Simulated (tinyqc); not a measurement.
Printed widths: electron-beam lithography: double-Gaussian proximity function, edge placement and dose correction for parallel lines. Computed by tinyqc, a small Python program. Command: `OMP_NUM_THREADS=1 python tinyqc.py 3113430 3113431 out.jsonl proximity walk`. One thread of a shared host (Intel(R) Xeon(R) Processor @ 2.30GHz), about 0.01 s of CPU time with the checks.

Lines are infinitely long. Absorbed energy is counted so that the middle of a very large area written at dose 1 receives 1; the resist develops where it exceeds 1/2.

Inputs (values chosen for the exercise, of the order of those for 10 keV electrons in resist on silicon): forward range alpha = 0.016 micrometre; backscatter range beta = 1.3 micrometre; backscatter ratio eta = 0.61.

line widths (micrometre): 0.049  0.074  0.39  1.1

gaps between the lines (micrometre): 1.2  0.081  0.12

Method:
- The first line starts at x = 0; each next one starts after the width and the gap.
- f(r) = [exp(-r^2/alpha^2)/alpha^2 + eta exp(-r^2/beta^2)/beta^2]/(pi (1 + eta)). A line from a to b at dose d gives E(x) = d [S(alpha) + eta S(beta)]/(1 + eta), S(s) = [erf((b - x)/s) - erf((a - x)/s)]/2.
- M_ij is the mean of E at the two edges of line i from line j at dose 1.
- Uncorrected edge energies are M 1. Solve M d = 1/2 for the doses d that put the mean edge energy of every line at the threshold.
- Edges are the roots of E(x) = 1/2 between a line centre and the middle of the next gap. Three cases: dose 1 everywhere; one common dose equal to the mean of d; the corrected doses.

Lines (micrometre):
```
line  left edge  right edge  centre
1         0.000       0.049  0.0245
2         1.249       1.323  1.2860
3         1.404       1.794  1.5990
4         1.914       3.014  2.4640
```

corrected doses: 1 1.48323, 2 1.09637, 3 0.99477, 4 0.99328

Width error, printed less drawn (nm):
```
line  drawn width (nm)   dose 1  mean dose  corrected
1                   49  -15.158    -8.6213   0.000136
2                   74   -2.906     2.7843   0.001733
3                  390    0.071     5.8211   0.006877
4                 1100    0.229     5.9777   0.003687
```

What does the comparison show, and why?

With the common mean dose the errors span 14.6 nm. With corrected doses the largest error is below 0.01 nm.

Extremes, crossings and ranges named in words are read from the listed rows.
